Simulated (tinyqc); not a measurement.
Planar ballistic transistor, top-of-the-barrier model: course of the iteration: self-consistent potential at the barrier top.

At the top of the source barrier, states moving towards the drain are filled by the source (Fermi level 0) and states moving back by the drain (Fermi level -q Vd); nothing scatters. U is the shift of the band edge there, set by the capacitances CG, CD and CS (the total) and by the charge. Parabolic two-dimensional band; the source is grounded.

eta1 = -(E0 + U)/Vt, eta2 = eta1 - Vd/Vt, n = (N0/2)[F_0(eta1) + F_0(eta2)], F_0(x) = ln(1 + exp x). U(out) = UL + q (n - n0)/CS. U(new) = U(out).

Stop when U changes by less than 1e-9 eV, or after 25 iterations.

Inputs (values chosen for the exercise); mass and valleys close to those of a monolayer dichalcogenide: temperature T = 350 K; band edge at the barrier top above the source Fermi level at zero bias E0 = 0.22 eV; drain voltage Vd = 0.1 V.

Constants: q = 1.602176634e-19 C, kB = 1.380649e-23 J/K, Vt = kB T/q. Results are converted to the units shown.

U at the start (U = UL) = -0.4576 eV
N0 = 1.25487e13 cm^-2
CS = 7.21452 uF/cm^2
n0 = 8.52294e9 cm^-2
UL = -0.4576 eV

Course of the iteration:

| iteration | U (eV) | \|change\| (eV) |
|---|---|---|
| 1 | 1.27708 | 1.73 |
| 2 | -0.457789 | 1.73 |
| 3 | 1.27882 | 1.74 |
| 4 | -0.457789 | 1.74 |
| 5 | 1.27882 | 1.74 |
| 6 | -0.457789 | 1.74 |
| 7 | 1.27882 | 1.74 |
| 8 | -0.457789 | 1.74 |
| 9 | 1.27882 | 1.74 |
| ... | ... | ... |
| 17 | 1.27882 | 1.74 |
| 18 | -0.457789 | 1.74 |
| 19 | 1.27882 | 1.74 |
| 20 | -0.457789 | 1.74 |
| 21 | 1.27882 | 1.74 |
| 22 | -0.457789 | 1.74 |
| 23 | 1.27882 | 1.74 |
| 24 | -0.457789 | 1.74 |
| 25 | 1.27882 | 1.74 |

Did this iteration meet its convergence test, and what does its course show?

No. Not converged within 25 iterations. The value swings between -0.4578 and 1.279 for good. At the solution, U = -0.2525 eV, the quantum capacitance is 3.89 times CS, and dU(out)/dU = -CQ/CS: its size exceeds one, so plain substitution overshoots further each time near the root. A rerun with Newton steps converges in 6 iterations.

Program tinyqc, `OMP_NUM_THREADS=1 python tinyqc.py 2400097 2400098 out.jsonl`; Intel Xeon 2.30GHz, shared host, one thread, about 0.01 s.
